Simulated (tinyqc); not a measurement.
Inside a calculation. Model: tunnelling through a gate dielectric with the two-band (Franz) dispersion, WKB transmission and Tsu-Esaki current.

Computed by the program tinyqc: `OMP_NUM_THREADS=1 python tinyqc.py 2540165 2540166 out.jsonl`, one thread of a shared Intel Xeon 2.30GHz, about 0.03 s for the whole run. Printed values are rounded.

Electrons leave the emitter at x = 0. Energies E (motion across the layers) are in eV from the emitter Fermi level; the collector Fermi level lies at -V and offers states at every E. No charge in the dielectric and no image force: F1 = V/t1, U = phi1 - F1 x. With C = hbar^2/(2 m0), kappa = sqrt(m u (1 - u/Egx)/C), u = U - E where U > E and 0 elsewhere; T(E) = exp(-S), S = 2 times the integral of kappa over x.

Inputs (values chosen for the exercise); dielectric values close to those of aluminium oxide: temperature T = 400 K; Fermi energy of the emitter above its band bottom Ef = 0.29 eV; emitter mass in the supply function me = 1 m0; barrier of layer 1 above the emitter Fermi level at zero bias phi1 = 2.63 eV; tunnelling mass of layer 1 m1 = 0.42 m0; thickness of layer 1 t1 = 4.2 nm; gap parameter of the two-band dispersion, set freely Egx = 7.2 eV; voltage across the dielectric V = 5.1 V; energy of the electron followed E = 0 eV; cells in each layer nc = 7; lower end of the energy grid Ea = -0.29 eV; upper end of the energy grid Eb = 0.41 eV; points of the energy grid nE = 13.

Constants: q = 1.602176634e-19 C, kB = 1.380649e-23 J/K, hbar = 1.054571817e-34 J s, m0 = 9.1093837015e-31 kg, Vt = kB T/q, hbar^2/(2 m0) = 0.0380998212 eV nm^2. Results are converted to the units shown.

Range of the model: The field of 12.1 MV/cm is more than most gate dielectrics sustain; the model ignores breakdown.

## Fields and band edges

F1 = V/t1, U = phi1 - F1 x.

F1 = 12.1429 MV/cm
U at x = t1 = -2.47 eV

## WKB exponent by the midpoint rule

Cut each layer into nc equal cells, take U and kappa at the cell centres, and sum S = 2 sum kappa h.

```
cell   x (nm)    U (eV)  kappa (1/nm)
0     0.30000   2.26571       4.13725
1     0.90000   1.53714       3.65066
2     1.50000   0.80857       2.81291
3     2.10000   0.08000       0.93386
4     2.70000  -0.64857       0.00000
5     3.30000  -1.37714       0.00000
6     3.90000  -2.10571       0.00000
```

S = 13.8416
T(E) = 9.74234e-7

## WKB exponent in closed form

Each layer adds (2/F) sqrt(m/C) [G(u at its left edge) - G(u at its right edge)] to S, with u = U - E (0 where negative) and G(u) = Egx^1.5 (th - sin(4 th)/4)/4, th = arcsin sqrt(u/Egx). The slope follows from 1/d = -dS/dE.

S = 13.7148
T(E) = 1.10601e-6
energy d over which T(E) grows by a factor e = 0.14153 eV

The midpoint rule gives S = 13.842, so its T(E) is 12 % below this value. The band edge of layer 1 drops below E inside the layer: the barrier there is triangular (the Fowler-Nordheim case).

## Current density on a coarse energy grid

J = J0 times the integral of T(E) N(E) dE, N = ln[(1 + exp(-E/Vt))/(1 + exp((-E - V)/Vt))], J0 = q^2 me m0 kB T/(2 pi^2 hbar^3) (times 1e-4 for A/cm^2 per eV), by Simpson's rule on nE equally spaced points from Ea to Eb.

```
point     E (eV)        T(E)           N       T(E) N
0      -0.290000  1.39502e-7     8.41350   1.17370e-6
1      -0.231667  2.12230e-7     6.72215   1.42664e-6
2      -0.173333  3.22405e-7     5.03515   1.62336e-6
3      -0.115000  4.89005e-7     3.37125   1.64856e-6
4      -0.056667  7.40437e-7     1.82062   1.34806e-6
5       0.001667  1.11911e-6    0.669263   7.48980e-7
6       0.060000  1.68816e-6    0.161610   2.72823e-7
7       0.118333  2.54129e-6   0.0317795   8.07609e-8
8       0.176667  3.81716e-6  0.00592666   2.26230e-8
9       0.235000  5.72024e-6  0.00109369   6.25615e-9
10      0.293333  8.55103e-6  2.01428e-4   1.72241e-9
11      0.351667  1.27495e-5  3.70840e-5  4.72803e-10
12      0.410000  1.89574e-5  6.82694e-6  1.29421e-10
```

J0 = 5.57821e8 A/(cm^2 eV)
J = 253.350 A/cm^2

The integrand peaks at E = -0.115 eV among these points. A converged quadrature from -Ef to above the barrier gives 253.4 A/cm^2; this grid is 0.037 % below that.
